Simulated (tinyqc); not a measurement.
Stress along the channel: six-band hole subbands of a thin body in a field.

Basis X, Y, Z times spin, hole energies counted downwards from the unstrained edge (the hydrostatic shift is left out), c = hbar^2/2m0. For a symmetric tensor T let C(T) have C_XX = L Txx + M (Tyy + Tzz), C_XY = N Txy (cyclic), L = c (g1 + 4 g2), M = c (g1 - 2 g2), N = 6 c g3. k = q + kz n, n the unit normal, q = k1 u + k2 v with u along the channel [1-10] and v = n x u. H = C(k k^T) + (Dso/3)(1 - L.sigma) - B + e F z with (L_k)_ij = -i epsilon_kij; B is the block C built from the traceless strain with 2b, -b and sqrt(3) d in place of L, M, N. Strain: exx = eyy = (s11 + s12) sx/2, ezz = s12 sx, exy = -s44 sx/4. Hard walls at z = 0 and t; basis sin(j pi z/t), j = 1 to Nz: kz^2 = (j pi/t)^2, kz = -i D with D_jl = 4 j l/(t (j^2 - l^2)), z_jj = t/2 and z_jl = -8 t j l/(pi (j^2 - l^2))^2 for j + l odd; 1 MV/cm = 0.01 eV/angstrom.

Nz = 14. E1 is the top subband at q = 0, gap the distance to the next pair, and the masses are c q^2/(E(q) - E1) at |q| = 0.02 1/angstrom (mean of the spin pair) along the channel [1-10] and across it in the plane; a dash marks a band that does not rise.

Constants: hbar^2/2m0 = 3.80998211 eV angstrom^2.

Parameters, chosen for this exercise (near those of a p-type Ge channel; shifted at random, so the results belong to these values and not to a real crystal): g1 = 13.35 (Luttinger gamma1); g2 = 4.22 (gamma2); g3 = 5.7 (gamma3); Dso = 0.292 eV (spin-orbit splitting); b = -2.54 eV (tetragonal potential); d = -5.38 eV (trigonal potential); S = (9.75, -2.69, 14.84) 1/TPa (compliances s11, s12, s44); face = 110 (surface); t = 35 angstrom (body thickness); F = 0 MV/cm (field across the body).

Each row has its own sx.

Results:
```
sx (GPa)  E1 (meV)  gap (meV)  m channel  m across
-3.0         -66.8       57.3      0.035     0.178
-2.0         -21.4       61.0      0.035     0.166
-1.0          21.4       66.9      0.037     0.149
-0.5          41.3       71.3      0.038     0.137
0.0           59.4       77.3      0.040     0.123
0.5           75.3       85.4      0.044     0.108
1.0           87.9       96.5      0.049     0.092
```

Under 2 GPa of compression the channel mass goes from 0.040 to 0.035 m0, the mass across from 0.123 to 0.166; the gap to the next subband is 61, 77 and 97 meV at -2, 0 and +1 GPa. The lightest channel mass of the table, 0.035 m0, is at -3.0 and -2.0 GPa.

tinyqc: `OMP_NUM_THREADS=1 python tinyqc.py 1251747 1251748 out.jsonl`; about 0.3 s, one thread, shared Intel(R) Xeon(R) Processor @ 2.30GHz.
